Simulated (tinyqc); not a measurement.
RHF in the sto-6g basis, for H6, spin multiplicity 1, step by step (part 2 of 2). Computed by tinyqc, a small Python program that keeps every step (integrals from PySCF). Command: `OMP_NUM_THREADS=1 python tinyqc.py 30720 30721 out.jsonl` (the two numbers bound the seeds that draw the settings). One thread of a shared host (Intel(R) Xeon(R) Processor @ 2.60GHz), about 0.1 s of CPU time with the checks.

Geometry (angstrom):
```
atom         x         y         z
H     0.000000  0.000000  0.000000
H     0.000000  0.000000  1.081000
H     0.000000  0.000000  2.464000
H     0.000000  0.000000  3.545000
H     0.000000  0.000000  4.929000
H     0.000000  0.000000  6.010000
```

## Iteration 7 (converged): orbitals

converged F (hartree), lower triangle:
```
           1H 1s      2H 1s      3H 1s      4H 1s      5H 1s      6H 1s
1H 1s  -0.227143
2H 1s  -0.445627  -0.264876
3H 1s  -0.077705  -0.238328  -0.266525
4H 1s   0.003362  -0.076985  -0.445649  -0.266415
5H 1s   0.001182  -0.005759  -0.076855  -0.237976  -0.264764
6H 1s  -0.003503   0.001180   0.003356  -0.077575  -0.445630  -0.227142
```

X, lower triangle:
```
           1H 1s      2H 1s      3H 1s      4H 1s      5H 1s     6H 1s
1H 1s   1.092233
2H 1s  -0.269685   1.137171
3H 1s   0.034280  -0.189964   1.139963
4H 1s  -0.007712   0.035752  -0.280542   1.139830
5H 1s   0.001209  -0.004984   0.035711  -0.189672   1.137032
6H 1s  -0.000293   0.001209  -0.007706   0.034237  -0.269658  1.092227
```

Diagonalise F' = X^T F X, C = X C', fill 3 alpha and 3 beta electrons from the bottom; D = 2 C_occ C_occ^T. Each column has its largest component positive (the first on a tie).

F' = X^T F X (hartree), lower triangle:
```
           1          2          3          4          5          6
1  -0.029589
2  -0.440274  -0.000938
3   0.042794  -0.230101   0.000676
4   0.005284   0.044771  -0.449425   0.000591
5   0.002093  -0.005405   0.044729  -0.229748  -0.001025
6  -0.004658   0.002094   0.005257   0.042750  -0.440257  -0.029593
```

orbital energies (hartree): MO1 -0.562651, MO2 -0.483464, MO3 -0.376035, MO4 0.235456, MO5 0.449259, MO6 0.677557

coefficients C:
```
            MO1        MO2        MO3        MO4        MO5        MO6
1H 1s  0.211793  -0.389416  -0.394869   0.546688  -0.656851   0.429180
2H 1s  0.288952  -0.418545  -0.287916  -0.358974   0.722467  -0.641007
3H 1s  0.393629  -0.089873   0.430584  -0.569416  -0.202525   0.838535
4H 1s  0.393390   0.090249   0.430770   0.569664  -0.203117  -0.837953
5H 1s  0.288247   0.419264  -0.287597   0.358712   0.723436   0.639703
6H 1s  0.211282   0.390090  -0.394449  -0.546241  -0.657755  -0.428354
```

D after iteration 7, lower triangle:
```
           1H 1s      2H 1s      3H 1s      4H 1s     5H 1s     6H 1s
1H 1s   0.704846
2H 1s   0.675751   0.683137
3H 1s  -0.103317   0.054767   0.696847
4H 1s  -0.243849  -0.096255   0.664443   0.696926
5H 1s   0.022687  -0.018775  -0.096105   0.054687  0.683160
6H 1s   0.097193   0.022697  -0.243470  -0.103190  0.675788  0.704800
```

## Convergence

Stop when the energy changes by less than 1e-10 hartree and every element of the error matrix X^T (F D S - S D F) X is below 3e-06.

Course of the cycle:
```
iteration  E (hartree)     change  largest element of the error matrix
1          -2.75367476          -                             4.04e-01
2          -3.12682215  -3.73e-01                             3.83e-02
3          -3.13308228  -6.26e-03                             1.25e-02
4          -3.13361214  -5.30e-04                             4.36e-04
5          -3.13361295  -8.08e-07                             4.04e-05
6          -3.13361295  -3.33e-09                             1.11e-06
7          -3.13361295  -6.26e-12                             7.25e-08
```

PySCF RHF in the same basis = -3.13361295 hartree

Converged in 7 iterations.

## Populations, bond orders and dipole

overlap S, lower triangle:
```
          1H 1s     2H 1s     3H 1s     4H 1s     5H 1s     6H 1s
1H 1s  1.000000
2H 1s  0.450432  1.000000
3H 1s  0.055587  0.302965  1.000000
4H 1s  0.007904  0.055587  0.450432  1.000000
5H 1s  0.000461  0.004396  0.055492  0.302545  1.000000
6H 1s  0.000038  0.000461  0.007889  0.055492  0.450432  1.000000
```

Mulliken: Z minus the diagonal of D S on the atom; Loewdin: the same with S^(1/2) D S^(1/2); Mayer order: 2 sum_s sum (D(s) S)_ij (D(s) S)_ji over the two atoms.

Charges (e):
```
atom   Mulliken    Loewdin
1H    -0.001569  -0.006362
2H     0.001313   0.006043
3H     0.000271   0.000346
4H     0.000247   0.000296
5H     0.001303   0.006020
6H    -0.001564  -0.006344
```

Mayer bond orders:
```
pair      order
2-1    0.934992
3-1   -0.001138
3-2    0.065236
4-1    0.057513
4-2   -0.001116
4-3    0.879685
5-1   -0.000094
5-2    0.000981
5-3   -0.001114
5-4    0.065054
6-1    0.008724
6-2   -0.000094
6-3    0.057332
6-4   -0.001136
6-5    0.935172
```

dipole moment about the origin, x y z (debye): 0.000000  0.000000  -0.000080
